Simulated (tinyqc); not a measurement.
Worked calculation: geometry optimisation on the LDA (VWN5)/sto-3g surface (energies and gradients from PySCF), for H4, spin multiplicity 1. Computed by tinyqc, a small Python program that keeps every step (integrals from PySCF). Settings: charge = 0, multiplicity = 1, basis = sto-3g, functional = lda,vwn, optimiser = sd, first Hessian = 0.6, largest step = 0.5, iteration cap = 30. Command: `OMP_NUM_THREADS=1 python tinyqc.py 26712 26713 out.jsonl` (the two numbers bound the seeds that draw the settings). One thread of a shared host (Intel(R) Xeon(R) Processor @ 2.60GHz), about 6 s of CPU time with the checks.

positions at the start (bohr), order 1H, 2H, 3H, 4H:
```
[[-0.030236, -0.103935, -0.005669],
 [0.015118, -0.052912, 1.417295],
 [-0.007559, -0.047243, 3.310800],
 [-0.085038, -0.005669, 4.712977]]
```

Stop when the largest gradient component is below 3e-5 hartree/bohr.

Course of the optimisation:
```
step  E (hartree)  largest gradient (hartree/bohr)
1     -2.21098378                         6.64e-02
2     -2.21936740                         4.94e-02
3     -2.22415969                         3.70e-02
4     -2.22751489                         2.86e-02
5     -2.22984584                         2.18e-02
6     -2.23160507                         1.84e-02
7     -2.23297350                         1.48e-02
8     -2.23407429                         1.33e-02
9     -2.23497908                         1.13e-02
10    -2.23573635                         1.06e-02
11    -2.23637918                         9.35e-03
12    -2.23693147                         8.88e-03
13    -2.23741081                         8.16e-03
14    -2.23783052                         7.70e-03
15    -2.23820088                         7.21e-03
16    -2.23852991                         6.82e-03
17    -2.23882402                         6.44e-03
18    -2.23908836                         6.12e-03
19    -2.23932711                         5.82e-03
20    -2.23954371                         5.55e-03
21    -2.23974102                         5.30e-03
22    -2.23992143                         5.07e-03
23    -2.24008695                         4.86e-03
24    -2.24023929                         4.67e-03
25    -2.24037992                         4.49e-03
26    -2.24051008                         4.32e-03
27    -2.24063085                         4.16e-03
28    -2.24074318                         4.02e-03
29    -2.24084789                         3.88e-03
30    -2.24094570                         3.75e-03
```

Can the last value be used, and what does the course show?

Not by the stop rule. Not converged within 30 steps: the energy falls at every step, but slowly. Reruns: method bfgs, first Hessian 0.6, largest step 0.3: converged in 23 (E = -2.24323).
